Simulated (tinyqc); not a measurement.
# Worked calculation: threshold switch as oscillator and as selector in a crossbar

Numbers from tinyqc (`OMP_NUM_THREADS=1 python tinyqc.py 2490113 2490114 out.jsonl`; about 0.01 s on one thread of a shared Intel Xeon 2.30GHz). Printed values are rounded.

Off state: I = Ith sinh(V/V0)/sinh(Vth/V0) up to Vth. On state: V = Vh + I Ron down to the holding current Ih, at Vl = Vh + Ih Ron. Switching is instantaneous.

Inputs (values chosen for the exercise); values of the order of Ge-Sb-Te and related chalcogenides:
- Vth = 2.5 V (threshold voltage)
- Vh = 1.18 V (holding voltage)
- Ron = 1.2 kohm (on-state resistance)
- Ith = 0.12 uA (current at threshold)
- V0 = 0.12 V (voltage scale of the off-state sinh)
- Ih = 9.9 uA (holding current)
- C = 46 fF (capacitance across the switch)
- N = 4096 (rows and columns of the array)
- Vs = 3.19 V (supply voltage)
- RL = 380 kohm (load resistance)

Range of the model: Delay times, drift of Vth and line resistance are left out.

## Relaxation oscillation

With a load RL from Vs and C across the switch, it oscillates if the load line misses both branches: (Vs - Vl)/Ih < RL < (Vs - Vth)/Ith. Charging without leakage takes RL C ln[(Vs - Vl)/(Vs - Vth)]; discharging takes (RL || Ron) C ln[(Vth - Ve)/(Vl - Ve)], Ve = (Vs Ron + Vh RL)/(Ron + RL).

Vl = 1.19188 V
smallest RL = 201.830 kohm
largest RL = 5750 kohm
charging time = 18.5860 ns
Ve = 1.18633 V
discharging time = 0.300791 ns
frequency = 52.9472 MHz

With the off-state leakage included the charging takes 18.74 ns, 0.86 % above this value.

## Leakage in a crossbar

In an N x N array driven at Vs, the V/2 scheme puts Vs/2 on 2 (N - 1) cells; the V/3 scheme puts Vs/3 on all N^2 - 1 others, N - 1 of them on the selected row. Row leakage is (N - 1) I; wasted power is the number of cells times V I.

I at Vs/2 = 0.0636615 nA
row leakage, V/2 = 0.260694 uA
wasted power, V/2 = 0.831614 uW
I at Vs/3 = 7.58073e-4 nA
row leakage, V/3 = 0.00310431 uA
wasted power, V/3 = 13.5239 uW

The V/3 scheme cuts the row leakage by 84.0 and raises the wasted power by a factor of 16.3.
